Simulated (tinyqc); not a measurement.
Hexagonal on-chip spiral inductor, lumped pi model: one step of the calculation.

Outer diameter do = di + 2 n wd + 2 (n - 1) sp, mean da = (do + di)/2, fill p = (do - di)/(do + di), length l = 3.464 n da. L = 2.33 mu0 n^2 da/(1 + 3.82 p), mu0 = 4 pi 1e-7 H/m. Rs = rho l/(wd delta (1 - exp(-th/delta))), delta = sqrt(rho/(pi f mu0)). Cs = n wd^2 eps0 eo/hu across the coil. At each end Cox = l wd eps0 eo/(2 ho) leads to the substrate branch Rsi = 2 rs he/(l wd) in parallel with Csi = l wd eps0 11.7/(2 he). With one end grounded Y = 1/(Rs + i w L) + i w Cs + 1/[1/(i w Cox) + 1/(1/Rsi + i w Csi)], w = 2 pi f; Q = -Im Y/Re Y. Eddy currents in neighbouring turns and in the substrate are left out.

Question. Geometry and model elements. do, l, L, delta, Rs, Cs, Cox, Rsi and Csi as defined.

Parameters, values chosen for the exercise; values of the order met in silicon radio-frequency processes:
- n = 2.5 (number of turns)
- wd = 6 um (line width)
- sp = 3 um (space between turns)
- di = 100 um (inner diameter)
- th = 0.9 um (metal thickness)
- rho = 2.2 uohm cm (metal resistivity)
- ho = 8.7 um (oxide below the coil)
- hu = 1.2 um (oxide between coil and underpass)
- eo = 4.1 (relative permittivity of the oxide)
- rs = 1000 ohm cm (substrate resistivity)
- he = 50 um (effective spreading depth in the substrate)
- f = 0.88 GHz (frequency)

Constants: eps0 = 8.8541878128e-12 F/m. Results are converted to the units shown.

Give: do; l; L; delta; Rs; Cs; Cox; Rsi; Csi.

Answer.

do = 139.00 um
l = 1034.9 um
L = 1.3471 nH
delta = 2.5165 um
Rs = 5.0149 ohm
Cs = 2.7227 fF
Cox = 12.954 fF
Rsi = 1.6105e5 ohm
Csi = 6.4324 fF

tinyqc, about 0.01 s, one thread, Intel Xeon 2.30GHz (shared host): `OMP_NUM_THREADS=1 python tinyqc.py 2302181 2302182 out.jsonl`
